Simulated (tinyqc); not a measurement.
Hopping conduction between localised states: one step, computed by the program tinyqc. Command: `OMP_NUM_THREADS=1 python tinyqc.py 3016728 3016729 out.jsonl hop walk`. One thread of a shared host (Intel(R) Xeon(R) Processor @ 2.30GHz), about 0.01 s of CPU time with the checks.

Energies are counted from the Fermi level. A small network shows the mechanism; the laws of an infinite system follow.

Question. Pair exponents. Miller-Abrahams exponent s_ij = 2 r_ij/xi + (|E_i| + |E_j| + |E_i - E_j|)/(2 k_B T); G_ij = G_0 exp(-s_ij). The diagonal is set to 0 and not used.

Inputs (values chosen for the exercise, for a model defective oxide): localisation length xi = 1.5 nm; temperature T = 110 K.

Dimension: 3D.

sites of the small network (nm, nm, meV):
```
       x     y  energy
1      0  3.07    2.72
2   2.63  1.86  -27.51
3    4.3  3.42  -24.04
4   6.23  1.34   19.48
5   9.12  3.65  -29.24
6  11.45  3.26   15.11
7  12.39  0.26   36.74
8     15  0.75   -2.78
```

Constants: k_B = 8.617333262e-05 eV/K.

Give: s_ij.

Answer.

s_ij, lower triangle (symmetric):
```
       1      2      3      4      5     6     7     8
1   0.00
2   7.05   0.00
3   8.58   5.95   0.00
4  10.68   9.81   8.37   0.00
5  15.56  12.06   9.52  10.07   0.00
6  16.86  16.40  13.67   9.47   7.83  0.00
7  20.82  19.97  17.99  12.21  13.24  8.07  0.00
8  20.82  19.46  17.24  14.07  11.83  7.68  7.71  0.00
```
